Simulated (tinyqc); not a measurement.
Reflectance across the plasma edge: free-carrier optics of a doped semiconductor (Drude model with one polar phonon).

eps(E) = ei [1 - Ep^2/(E^2 + i E Gam)] + (es - ei) wT^2/(wT^2 - E^2 - i E gT), with Ep^2 = 8 pi c (e^2/(4 pi eps0)) N/(m ei), c = hbar^2/2m0, N in 1/angstrom^3 (1e-24 per 1/cm^3); Gam = hbar/tau, tau = mu m m0/e with m0/e = 5.685630e-12 kg/C and mu in m^2/(V s). Energies in meV.

n + i k = sqrt(eps1 + i eps2) with k >= 0; R = ((n - 1)^2 + k^2)/((n + 1)^2 + k^2) at normal incidence from vacuum; alpha = 2 E k/(hbar c), times 1e8 for 1/cm; loss function Im(-1/eps) = eps2/(eps1^2 + eps2^2).

Constants: hbar^2/2m0 = 3.80998211 eV angstrom^2; e^2/(4 pi eps0) = 14.39964547 eV angstrom; hbar = 6.58211957e-16 eV s; hbar c = 1973.269805 eV angstrom.

Values chosen for the exercise (mass and dielectric values near those of GaP; N and mu are free inputs; interband absorption and the rise of the mass with filling are left out; not measured data):
```
symbol  value    unit        meaning
N       1.6e+18  1/cm^3      carrier density
m       0.369    m0          conductivity mass
mu      63       cm^2/(V s)  mobility
ei      9.04                 high-frequency dielectric constant
wT      45.9     meV         TO phonon
es      11.13                static dielectric constant
gT      0.6      meV         phonon damping
```

Spectrum:
```
E (meV)   eps1   eps2      R  alpha (1/cm)
2.6       8.73  46.05  0.639      1.15e+03
7.7       8.84  15.23  0.438      1.63e+03
12.9      9.05   8.73  0.347      1.74e+03
21.9      9.73   4.62  0.295      1.60e+03
25.7     10.18   3.72  0.292      1.50e+03
28.3     10.59   3.25  0.294      1.42e+03
32.1     11.43   2.72  0.304      1.30e+03
38.6     14.66   2.21  0.347      1.13e+03
51.4     -0.33   1.60  0.239      5.16e+03
77.2      7.19   0.47  0.209           686
128.6     8.42   0.12  0.238           277
```

Give the missing row, E (meV) = 18.0.

Computed row:
```
E (meV)  eps1  eps2      R  alpha (1/cm)
18.0     9.38  5.91  0.308      1.69e+03
```

Ep = 25.7 meV and Gam = 49.8 meV: Gam exceeds Ep, so damping washes the plasma edge out. R is 0.639 at the lowest energy and lowest, 0.209, at 77.2 meV of those listed; without damping and phonon it would vanish at Ep sqrt(ei/(ei - 1)) = 27.3 meV. At the highest energy R is 0.238, against 0.251 for ei alone. Between the last two rows alpha goes as E^-1.78, where the Drude limit far above Ep and Gam is E^-2; Gam and the phonon term both still act in these rows. The phonon adds its own band of high reflectance between wT = 45.9 meV and about wL = 50.9 meV, which the rows may miss.

tinyqc: `OMP_NUM_THREADS=1 python tinyqc.py 1681767 1681768 out.jsonl`; about 0.01 s, one thread, shared Intel(R) Xeon(R) Processor @ 2.30GHz.
